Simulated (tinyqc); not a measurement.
# Hall measurement with a parallel conducting layer

Two layers in parallel, unit Hall factors, low field: 1/Rs = q (ns mu + n2 m2); apparent mobility (ns mu^2 + sg n2 m2^2)/(ns mu + n2 m2); apparent density (ns mu + n2 m2)^2/(ns mu^2 + sg n2 m2^2); a negative value means the sign of the second layer.

Parameters, values chosen for the exercise:
```
symbol   value        unit                                           meaning
ns      1.3e14       cm^-2                        sheet density of the layer
mu         570  cm^2/(V s)                                    drift mobility
m2          93  cm^2/(V s)                    mobility of the parallel layer
sg           1              sign of its carriers relative to the first layer
```

Constants: q = 1.602176634e-19 C. Results are converted to the units shown.

Hall measurement with a parallel conducting layer:
columns A: n2 (cm^-2); B: Rs (ohm/square); C: apparent density (cm^-2); D: apparent mobility (cm^2/(V s)); E: share of the conductance in layer 2 (%)
```
A         B         C      D        E
4e11  84.19  1.301e14  569.8  0.05018
2e12  84.02  1.306e14  568.8   0.2504
8e12  83.39  1.324e14  565.3   0.9941
3e13  81.17  1.391e14  552.7    3.629
1e14  74.84  1.614e14  516.8    11.15
5e14  51.75  3.124e14  386.1    38.56
2e15  24.00  1.136e15  228.9    71.51
9e15  6.851  6.913e15  131.8    91.87
4e16  1.645  3.708e16  102.3    98.05
```

The apparent mobility falls from 570 to 102 cm^2/(V s), between mu = 570 and sg m2 = 93. The apparent density never exceeds ns + n2; among the rows it falls to 0.496 of that sum, at n2 = 5e14.

Program tinyqc, `OMP_NUM_THREADS=1 python tinyqc.py 2850130 2850131 out.jsonl`; Intel Xeon 2.30GHz, shared host, one thread, about 0.01 s.
